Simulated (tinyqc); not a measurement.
Potential-pH (Pourbaix) lines of a metal, its cation, its oxide and an oxyanion, with a complexing ligand: one step, computed by the program tinyqc.

Potentials are against the standard hydrogen electrode; solids and water have unit activity; dG_f of M, H+ and the electron is zero; F = e N_A and s = R T ln(10)/F. The cation carries z = 2.

Task: A complexing ligand. M2+ + 2e = M; MO + 2H+ + 2e = M + H2O; MO2(2-) + 4H+ + 2e = M + 2H2O. For each, E0 = -dG/(z F), and E = E0 + (s/z) log10 a - (s n_H/z) pH, with no activity term for the oxide. The free ligand is c_L/(1 + 10^(pKa - pH)) (ligand in excess); dissolved metal is a in all, so the free cation is a/alpha, alpha = 1 + beta [L]; the cation line drops by (s/z) log10 alpha.

Inputs (values chosen for the exercise, modelled on iron):

| quantity | value | unit |
|---|---|---|
| temperature T | 298.15 | K |
| log10 of the dissolved activity a | -4 | - |
| pH | 13 | - |
| log10 of the stability constant beta of ML | 7.5 | - |
| pKa of HL | 8.8 | - |
| total ligand c_L | 0.001 | mol/L |

Species: M, M2+, MO, MO2(2-).

E0 (V): cation -0.4061239, oxide -0.0673159, oxyanion 0.8766099

s = 0.05915935 V

Give: free ligand; log10 alpha; cation line with ligand; that line less the oxide line.

Result:

free ligand = 9.9994e-04 mol/L

log10 alpha = 4.5000

cation line with ligand = -0.65755 V

that line less the oxide line = 0.17884 V

The oxide still lies below the complexed cation at this pH.
